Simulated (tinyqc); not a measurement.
From results back to parameters: band-to-band tunnelling across a p-n junction in a two-band chain. Three cases, with inputs chosen for the exercise.

Problem. In a uniform field T = exp(-B/F), B = (pi/4) sqrt(m/c) Eg^(3/2), c = hbar^2/2m0, 1 V/angstrom = 100 MV/cm. m is the band-edge mass, the same for both bands (twice the reduced mass). The ratio below comes from a hidden m.

Constants: hbar^2/2m0 = 3.80998211 eV angstrom^2.

Find: B; m.

Method. B is the logarithm over 1/F1 - 1/F2, and m = c (4B/pi)^2/Eg^3 with B in V/angstrom.

Case 1.

Values chosen (out of a larger set: gap and mass near those of GaSb; not measured data): Eg = 0.737 eV (gap); F1 = 1.17 MV/cm (first field); F2 = 2.83 MV/cm (second field).

ln(T2/T1) = 2.615713

Solution.

B = 5.217 MV/cm
m = 0.0420 m0

Case 2.

Values chosen (out of a larger set: gap and mass near those of Ge (direct gap); not measured data): Eg = 0.78 eV (gap); F1 = 1.1 MV/cm (first field); F2 = 2.7 MV/cm (second field).

ln(T2/T1) = 3.074799

Solution.

B = 5.708 MV/cm
m = 0.0424 m0

Case 3.

Values chosen (out of a larger set: gap and mass near those of Ge (direct gap); not measured data): Eg = 0.807 eV (gap); F1 = 1.23 MV/cm (first field); F2 = 2.93 MV/cm (second field).

ln(T2/T1) = 2.689345

Solution.

B = 5.701 MV/cm
m = 0.0382 m0

Computed by tinyqc, one run a case: `OMP_NUM_THREADS=1 python tinyqc.py N N+1 out.jsonl` with N = 1452177, 1452195, 1452232; one thread of a shared Intel(R) Xeon(R) Processor @ 2.30GHz, about 0.01 s a run at most.
